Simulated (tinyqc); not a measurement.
# Rapid thermal processing of a wafer: radiative balance, ramp and cooling, pattern effects, pyrometer error and spike budget, step by step

A worked calculation. Computed by tinyqc, a small Python program that keeps every step. Command: `OMP_NUM_THREADS=1 python tinyqc.py 3110146 3110147 out.jsonl rtp walk`. One thread of a shared host (Intel(R) Xeon(R) Processor @ 2.30GHz), about 0.06 s of CPU time with the checks. Intermediate numbers are printed to about 5 digits and carried at full precision; extremes and crossings named in words are read from the listed rows.

The wafer is opaque and uniform through its thickness unless said otherwise; temperatures in formulas are in kelvin (C + 273.15). sigma = 5.670374419e-12 W/(cm^2 K^4).

Inputs (values chosen for the exercise, modelled on a hot silicon wafer):

| quantity | value | unit |
|---|---|---|
| wafer thickness d | 625 | micrometre |
| heat capacity per volume C | 2.09 | J/(cm^3 K) |
| thermal conductivity k | 0.28 | W/(cm K) |
| emissivity eps of each face | 0.6 | - |
| reflectivity of the chamber walls r | 0.23 | - |
| gas heat-transfer coefficient h, both faces together | 4.4 | mW/(cm^2 K) |
| wall temperature T_w | 350 | K |
| process temperature | 610 | C |
| starting temperature | 450 | C |
| ramp rate | 28 | K/s |
| relative change of absorptivity over a pattern | 14 | % |
| period of the pattern | 1.9 | mm |
| pyrometer wavelength | 3.8 | micrometre |
| error of the assumed emissivity | 12 | % |
| activation energy of the process E_a | 3.46 | eV |

Constants: k_B = 8.617333262e-05 eV/K; h = 6.62607015e-34 J s; c = 299792458 m/s; k_B = 1.380649e-23 J/K.

## Power to hold and to ramp

Effective emissivity between parallel grey plates: eps_eff = 1/(1/eps + 1/(1 - r) - 1). Loss per area q(T) = 2 eps_eff sigma (T^4 - T_w^4) + h (T - T_w). Absorbed power during a ramp = q(T) + C d x ramp rate; thermal time constant tau = C d/(dq/dT), dq/dT = 8 eps_eff sigma T^3 + h; natural cooling rate q/(C d); front-to-back difference under one-sided heating at the end of the ramp = (absorbed power) d/(2 k).

eps_eff = 0.50881

holding power q = 5.7695 W/cm^2

power at the end of the ramp = 9.4270 W/cm^2

dq/dT = 20.299 mW/(cm^2 K)

time constant tau = 6.4351 s

natural cooling rate = 44.168 K/s

front-to-back difference = 1.0521 K

Radiation carries 59 % of the loss. The ramp needs 1.6 times the holding power.

## Cooling curve

Cooling with the lamps off: C d dT/dt = -q(T), integrated adaptively (relative tolerance 1e-10).

Lamps off at t = 0:

| t (s) | T (C) | cooling rate (K/s) |
|---|---|---|
| 0.64 | 583.06 | 40.129 |
| 1.30 | 557.77 | 36.595 |
| 2.60 | 514.00 | 31.021 |
| 4.50 | 461.01 | 25.110 |
| 6.40 | 417.53 | 20.866 |
| 9.70 | 357.67 | 15.791 |
| 16.00 | 277.78 | 10.175 |
| 26.00 | 200.94 | 5.748 |

The rate falls from 44.2 K/s at t = 0 to 5.75 K/s in the last row.

## Thermal budget of a spike

Spike anneal: linear ramp to the peak, then lamps off. Equivalent time at the peak = int exp(-(E_a/k_B)(1/T - 1/T_peak)) dt; estimate (k_B T^2/E_a)(1/ramp rate + 1/cooling rate). The ramp part uses 4000 trapezoid steps, the cooling part 4000 steps over 4 tau. Time within 50 K of the peak from the same curves.

equivalent time, ramp = 0.66507 s

equivalent time, cooling = 0.45039 s

equivalent time, total = 1.1155 s

estimate = 1.1336 s

time within 50 K of the peak = 3.0251 s

Cooling supplies 40 % of the budget.

## What a faster ramp buys

The formulas are those given above.

Against the ramp rate:

| ramp (K/s) | ramp part (s) | cooling part (s) | total (s) | power at the peak (W/cm^2) |
|---|---|---|---|---|
| 10 | 1.8622 | 0.45039 | 2.3126 | 7.08 |
| 25 | 0.7449 | 0.45039 | 1.1953 | 9.04 |
| 50 | 0.3724 | 0.45039 | 0.8228 | 12.30 |
| 100 | 0.1862 | 0.45039 | 0.6366 | 18.83 |
| 250 | 0.0745 | 0.45039 | 0.5249 | 38.43 |
| 500 | 0.0372 | 0.45039 | 0.4876 | 71.08 |
| 1000 | 0.0186 | 0.45039 | 0.4690 | 136.39 |

From 10 to 100 K/s the total falls by a factor 3.6, from 100 to 1000 K/s by 1.36: the cooling part, 0.450 s, is a floor, and the natural cooling rate here is 44.2 K/s.

## Pattern effect

At steady state a sinusoidal change of absorbed power of relative amplitude a and period p gives the temperature amplitude a q/(dq/dT + k d (2 pi/p)^2); healing length l = sqrt(k d/(dq/dT)); process change = E_a dT/(k_B T^2). Emissivity is taken as unchanged.

healing length l = 9.2851 mm

amplitude without lateral conduction = 39.792 K

amplitude = 0.042161 K

change of the process rate = 0.21704 %

Lateral conduction cuts the amplitude to 0.11 %, since p/(2 pi l) = 0.033.

## Pyrometer error

Signal proportional to eps/(exp(c2/(lambda T)) - 1), c2 = h c/k_B. If the assumed emissivity is too high by the given error, the reading T' solves (1 + error)/(exp(c2/(lambda T')) - 1) = 1/(exp(c2/(lambda T)) - 1). Wien estimate: T' - T = -lambda T^2 ln(1 + error)/c2. Process rates go as exp(-E_a/(k_B T)).

c2 = 14388 micrometre K

c2/(lambda T) = 4.2872

reading less true temperature = -22.456 K

Wien estimate = -23.345 K

rate at T over rate at T', less 1 = 227.45 %

Caution: below about 600 C lightly doped silicon is partly transparent at this wavelength, so its emissivity is not yet the hot value early in the ramp.

Checks made by the program: cooling time against quadrature of C d dT/q (relative difference 5e-08).
